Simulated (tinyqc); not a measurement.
Absorption edge of a degenerate semiconductor, band filling against gap narrowing: one step of the calculation.

n-type, parabolic bands, full ionisation. eta = (EF - Ec)/kB T solves N = Nc F12(eta), F12(x) = (2/sqrt(pi)) int_0^infinity sqrt(u)/(1 + exp(u - x)) du. The gap shrinks rigidly by dEg = a3 y^(1/3) + a4 y^(1/4) + a2 y^(1/2), y = N/1e18 cm^-3, an empirical law that is here taken as the true narrowing.

Problem. The optical edge. Vertical transitions need an empty final state: the edge is taken where the state lies 4 kB T below EF, E_opt = Eg - dEg + (1 + me/mh) max(eta - 4, 0) kB T; wavelength h c/(q E_opt).

Values chosen for this exercise; band and dielectric values close to those of gallium arsenide:
```
symbol,value,unit,meaning
T,300,K,temperature
Eg,1.41,eV,band gap
me,0.0681,m0,electron mass
mh,0.499,m0,hole mass
N,1.2e19,cm^-3,ionised donor density
a3,9.9,meV,coefficient of (N/1e18)^(1/3)
a4,8.8,meV,coefficient of (N/1e18)^(1/4)
a2,3.4,meV,coefficient of (N/1e18)^(1/2)
```

Constants: q = 1.602176634e-19 C, kB = 1.380649e-23 J/K, h = 6.62607015e-34 J s, c = 299792458 m/s, Vt = kB T/q. Results are converted to the units shown.

converged eta = 10.778836

Give: dEg; EF - Ec; filling shift; E_opt; wavelength.

Solution.

dEg = 50.822 meV
EF - Ec = 278.65 meV
filling shift = 199.16 meV
E_opt = 1.5583 eV
wavelength = 795.62 nm

The edge lies 148 meV above the undoped gap: filling outweighs narrowing.

Range of the model: Band tails, non-parabolic bands and incomplete ionisation are left out.

Program tinyqc, `OMP_NUM_THREADS=1 python tinyqc.py 2330110 2330111 out.jsonl`; Intel Xeon 2.30GHz, shared host, one thread, about 0.01 s.
